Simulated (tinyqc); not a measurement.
Worked calculation: plane-wave Kohn-Sham cycle with exchange-only LDA in a layered model solid. One step of it, computed by the program tinyqc.

Task: Iteration 2: potential. V_H(G) = 4 pi rho(G)/G^2 for G != 0 (uniform background); v_x = -(3 rho/pi)^(1/3); V = V_ext + V_H + v_x; Fourier components f(G_m) = (1/N) sum_j f(x_j) exp(-i G_m x_j).

A solid whose potential varies along x alone (atomic units):
```
parameter                      value
period a                    8.300000
cross-section of the cell  29.000000
electrons per cell                 2
grid points                       16
plane waves -n..n, n               2
k points                           2
V1 in V1 cos(2 pi x/a)     -0.600000
V2 in V2 cos(4 pi x/a)      0.010000
```

density after iteration 1 (e/bohr^3): [0.01434405, 0.01287879, 0.00965023, 0.00691305, 0.00587804, 0.00615678, 0.00681194, 0.00728778, 0.00744834, 0.00728778, 0.00681194, 0.00615678, 0.00587804, 0.00691305, 0.00965023, 0.01287879]

Give: Potentials on the grid; V(G_m), m = 0, 1, 2, ....

Result:

Potentials on the grid (hartree):
```
x         V_ext      V_H      v_x        V
0.0000  -0.5900   0.0754  -0.2393  -0.7538
0.5188  -0.5473   0.0657  -0.2308  -0.7124
1.0375  -0.4243   0.0409  -0.2097  -0.5930
1.5562  -0.2367   0.0115  -0.1876  -0.4127
2.0750  -0.0100  -0.0136  -0.1777  -0.2014
2.5938   0.2225  -0.0310  -0.1805   0.0111
3.1125   0.4243  -0.0412  -0.1867   0.1964
3.6313   0.5614  -0.0462  -0.1909   0.3243
4.1500   0.6100  -0.0477  -0.1923   0.3700
4.6688   0.5614  -0.0462  -0.1909   0.3243
5.1875   0.4243  -0.0412  -0.1867   0.1964
5.7062   0.2225  -0.0310  -0.1805   0.0111
6.2250  -0.0100  -0.0136  -0.1777  -0.2014
6.7438  -0.2367   0.0115  -0.1876  -0.4127
7.2625  -0.4243   0.0409  -0.2097  -0.5930
7.7812  -0.5473   0.0657  -0.2308  -0.7124
```

V(G_m), m = 0, 1, 2, ... (hartree): [-0.1975, -0.2800, 0.0024, -0.0011, 0.0004]
